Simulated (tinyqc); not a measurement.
A ladder of methods, and size consistency: correlation methods against full CI in the sto-3g basis, for BeH2, spin multiplicity 1. Computed by the program tinyqc with PySCF. All electrons correlated; +Q is the Davidson correction (1 - c0^2) E_corr. The last columns treat two copies 100 angstrom apart as one system. FCI is the lowest singlet.

Geometry (angstrom):
```
atom       x        y       z
Be    0.0000   0.0000  0.0000
H     0.0000   1.5200  0.0000
H     0.0000  -1.5200  0.0000
```

RHF energy of one = -15.527125 hartree

Correlation energies (hartree):
```
method   E_corr of one  share of FCI (%)  E_corr of two at 100 angstrom  two minus twice one (mhartree)
MP2           -0.02855            63.321                       -0.05709                           0.000
CISD          -0.04376            97.071                       -0.08440                           3.119
CISD+Q        -0.04544           100.797                       -0.09020                           0.679
CCSD          -0.04446            98.620                       -0.08892                           0.000
CCSD(T)       -0.04478            99.333                       -0.08956                           0.000
FCI           -0.04508           100.000                              -                               -
```

What does the comparison show, and why?

MP2 recovers 63 %, CISD 97.1 % and CCSD 98.6 % of the FCI value (c0^2 = 0.962 in CISD). MP2 and coupled cluster are size consistent, so their last column vanishes; CISD loses 3.12 mhartree, since a double excitation on each copy is a quadruple of the pair, and the Davidson correction leaves +0.68.
